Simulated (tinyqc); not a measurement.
# p-n heterojunction, non-linear Poisson equation by Newton steps, Fermi-Dirac statistics: effect of the acceptor density of material 1

One dimension, material 1 (p-type) at x < 0 and material 2 (n-type) at x > 0. Band edges: Ec = -psi in material 1 and -psi + dEc in material 2, Ev = Ec - Eg. Flat quasi-Fermi levels: 0 for holes, +V for electrons. n = Nc F((EFn - Ec)/Vt), p = Nv F((Ev - EFp)/Vt), with F(eta) = F_1/2(eta) = (2/sqrt(pi)) int_0^infinity sqrt(u) du/(1 + exp(u - eta)) (Fermi-Dirac statistics); full ionisation, no interface charge, classical densities; the doping types are chosen for the exercise.

Exact first integral: on each side D^2/(2 eps0 er) = G, G = q [Vt (nI_j - nI_b) + Vt (pI_j - pI_b) - C (psi_j - psi_b)], with C = -N1 or +N2, b the neutral end of that side, and nI, pI the densities with F_1/2 replaced by F_3/2(eta) = (4/(3 sqrt(pi))) int_0^infinity u^(3/2) du/(1 + exp(u - eta)). D is continuous, so er1 G1(psi_j) = er2 G2(psi_j) fixes psi_j. Ends from Nv1 F((-psi_L - Eg1)/Vt) = N1 and Nc2 F((V + psi_R - dEc)/Vt) = N2. D is counted positive when psi rises towards material 2. Depletion (Anderson) capacitance C^2 = q eps0 er1 er2 N1 N2/(2 (er1 N1 + er2 N2)(psi_R - psi_L)). -dD/dV is the change of the displacement at the interface with both quasi-Fermi levels flat; it is the terminal capacitance only while neither side holds an inversion layer. n_j and p_j are densities at the interface.

Inputs (values chosen for the exercise); band and dielectric values close to those of InP and In0.53Ga0.47As:
```
symbol    value   unit                                          meaning
T           400      K                                      temperature
Eg1        1.34     eV                           band gap of material 1
er1        12.6                     relative permittivity of material 1
Nc1     8.87e17  cm^-3  conduction-band density of states of material 1
Nv1     1.69e19  cm^-3     valence-band density of states of material 1
Eg2       0.743     eV                           band gap of material 2
er2        13.8                     relative permittivity of material 2
Nc2     3.17e17  cm^-3  conduction-band density of states of material 2
Nv2     1.19e19  cm^-3     valence-band density of states of material 2
dEc       -0.23     eV                 conduction-band offset Ec2 - Ec1
N2       1.1e17  cm^-3                      donor density of material 2
V             0      V                    bias of side 1 against side 2
```

Constants: q = 1.602176634e-19 C, kB = 1.380649e-23 J/K, Vt = kB T/q, eps0 = 8.8541878128e-14 F/cm where lengths are in cm. Results are converted to the units shown.

Result of one run:
columns A: psi_R - psi_L (V); B: psi_j - psi_L (V); C: psi_R - psi_j (V); D: D/q (cm^-2); E: n_j in 1 (cm^-3); F: p_j in 2 (cm^-3); G: -dD/dV (nF/cm^2); H: depletion C (nF/cm^2)
```
A            B        C         D         E         F      G      H
0.7764  0.7358  0.04057  1.626e11  1.356e14  4.285e10  17.89  17.44
```

Which acceptor density of material 1 N1 gave this result: 2.7e15, 6.4e15, 3.5e16 or 8.3e16 cm^-3?

N1 = 2.7e15 cm^-3.

The whole series:
columns A: N1 (cm^-3); B: psi_R - psi_L (V); C: psi_j - psi_L (V); D: psi_R - psi_j (V); E: D/q (cm^-2); F: n_j in 1 (cm^-3); G: p_j in 2 (cm^-3); H: -dD/dV (nF/cm^2); I: depletion C (nF/cm^2)
```
A            B       C        D         E         F         G      H      I
4.9e14  0.7176  0.7020  0.01560  6.848e10  2.798e14  2.077e10  7.834  7.796
1.2e15  0.7484  0.7230  0.02546  1.077e11  2.102e14  2.764e10  12.14  11.91
2.7e15  0.7764  0.7358  0.04057  1.626e11  1.356e14  4.285e10  17.89  17.44
6.4e15  0.8062  0.7375  0.06867  2.504e11  6.001e13  9.683e10  26.82  25.96
1.5e16  0.8355  0.7154   0.1202  3.771e11  1.347e13  4.312e11  39.30  37.77
3.5e16  0.8647  0.6496   0.2152  5.475e11  8.556e11  6.791e12  55.23  52.94
8.3e16  0.8945  0.5222   0.3724  7.508e11   8.954e9  6.489e14  72.77  70.07
2e17    0.9249  0.3705   0.5544  9.674e11   4.552e7  1.272e17  60.44  85.23
```

As N1 goes from 4.9e14 to 2e17, the total bending rises from 0.718 to 0.925 V and the sheet charge D/q rises from 6.85e10 to 9.67e11 cm^-2; the share of the bending in material 1 falls from 97.8 to 40.1 %. The capacitance departs most from the depletion formula at N1 = 2e17, where it is 29 % below it, and there the holes at the interface in material 2 outnumber its donors: an inversion layer has formed, which screens D from the bias.

Numbers from tinyqc (`OMP_NUM_THREADS=1 python tinyqc.py 2040074 2040075 out.jsonl`; about 0.1 s on one thread of a shared Intel Xeon 2.30GHz).
